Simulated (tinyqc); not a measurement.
Comparisons within one model: deformation potentials from a strained empirical pseudopotential. A value that a table varies takes the place of the one given here.

Diamond lattice, no spin-orbit coupling. Atomic form factor V(q) = a1 (q^2 - a2)/(a3 exp(a4 q^2) - 1) in rydberg with q in 1/bohr, for the unstrained cell. Under a strain e the reciprocal vectors and k go over into (1 + e)^(-1) G, the atoms sit at +/- tau with tau = (1 + e) a (1,1,1)/8 - zeta a (eyz, ezx, exy)/4, and H(G,G') = c |k + G|^2 delta + (V(q)/det(1 + e)) cos(q.tau), q = G - G', with the term q = 0 left out; c = hbar^2/2m0. The basis is fixed before straining: all G with |k + G|^2 up to 16 (2 pi/a)^2. k is given in units of 2 pi/a of the unstrained cell.

Constants: hbar^2/2m0 = 3.80998211 eV angstrom^2; Ry = 13.60569312 eV; a0 (Bohr radius) = 0.5291772105 angstrom.

Values chosen for the exercise (near those of Si; shifted at random, so the results belong to these values and not to a real crystal):
- a = 5.429 angstrom (lattice constant)
- A = (0.54, 2.198, 2.054, 0.492) (a1 (Ry bohr^2), a2 (1/bohr^2), a3, a4 (bohr^2))
- h = 0.005 (size of the test strain)
- kD = 0.82 2 pi/a (position of the Delta minimum)
- a1 = 0.54
- a2 = 2.198
- a3 = 2.054
- a4 = 0.492

## The internal displacement

Xu of L (level 5, the lowest empty one) and d from exy = eyz = ezx = h for several zeta: Xu = [E(L [111]) - E(L [1-1-1])]/((8/3) h), d = (single valence level - pair)/(3 sqrt(3) h). zeta = 0 strains the bonds with the lattice; zeta = 1 keeps all four bond lengths equal to first order.

Results:
```
zeta  Xu (L) (eV)  d (eV)
0.00        10.98    0.66
0.25        11.38   -1.65
0.50        11.80   -3.97
0.60        11.98   -4.89
0.75        12.25   -6.28
1.00        12.71   -8.59
```

From zeta = 0 to 1, d goes from 0.66 to -8.59 eV and Xu (L) from 10.98 to 12.71 eV, both nearly linearly: the displacement is an optical-phonon mode, and d = d(0) - zeta d0/4 gives its deformation potential d0 = 37 eV. Leaving the relaxation out (zeta = 0 for 0.5) moves d by +4.63 eV, which reverses its sign, and Xu (L) by -0.83 eV. Tetragonal strain has no such freedom.

## Size of the test strain

e = diag(-h/2, -h/2, h). Xu = [E(Delta z) - E(Delta x)]/(1.5 h) at fixed kD, b = [E(Z) - E(X, Y)]/(4.5 h); one-sided from +h alone, central from +h and -h.

Results (eV):
```
h       Xu one-sided  Xu central  b one-sided  b central
0.0010         7.981       7.986       -3.301     -3.297
0.0025         7.973       7.986       -3.307     -3.297
0.0050         7.961       7.986       -3.317     -3.297
0.0100         7.937       7.987       -3.338     -3.297
0.0200         7.891       7.991       -3.379     -3.298
0.0300         7.847       7.998       -3.420     -3.299
```

From h = 0.001 to 0.03 the one-sided Xu drifts by -0.134 eV and the central one by +0.012 eV; for b the drifts are -0.119 and -0.002 eV. The central difference cancels the term of second order in the strain, so its error goes as h^2. At h = 0.02 the linear law errs by 1.2 % for the valley splitting and 2.5 % for the valence splitting.

## What each parameter of the potential does

Gaps from the valence top to level 8 at Gamma and level 5 at (kD,0,0) and L, and their deformation potentials [E(+h) - E(-h)]/(3 ln((1 + h)/(1 - h))) for e = +/- h 1, h = 0.002. The row for the lattice constant keeps V(q) without the volume factor, so it is not a strain. Each row changes one parameter from the base and keeps the others.

Results:
```
case                Gamma (eV)  Delta (eV)  L (eV)  potential Gamma (eV)  potential Delta (eV)  potential L (eV)
base                     4.022       1.119   1.982                 -8.74                  2.70             -1.87
a = 5.483 angstrom       3.889       1.411   2.083                 -9.03                  2.39             -2.06
a1 = 0.535               3.980       1.052   1.933                 -8.67                  2.71             -1.86
a2 = 2.22                3.904       1.194   1.978                 -8.81                  2.65             -1.91
a3 = 2.075               3.975       1.024   1.917                 -8.65                  2.70             -1.87
a4 = 0.487               4.116       1.206   2.059                 -8.91                  2.62             -1.95
```

The largest shifts from the base row, up to three for each result and ties (the steps differ in size, so this ranks the rows, not the parameters). Gamma (eV): a -0.133, a2 -0.118, a4 +0.095. Delta (eV): a +0.292, a3 -0.094, a4 +0.087. L (eV): a +0.101, a4 +0.077, a3 -0.065. potential Gamma (eV): a -0.29, a4 -0.17, a3 +0.09. potential Delta (eV): a -0.32, a4 -0.08, a2 -0.05; unchanged at the printed digits by a3. potential L (eV): a -0.19, a4 -0.08, a2 -0.04; unchanged at the printed digits by a3.

Run: tinyqc, `OMP_NUM_THREADS=1 python tinyqc.py 1850738 1850739 out.jsonl`; Intel(R) Xeon(R) Processor @ 2.30GHz, one thread, shared host; about 0.2 s of CPU time with all checks.
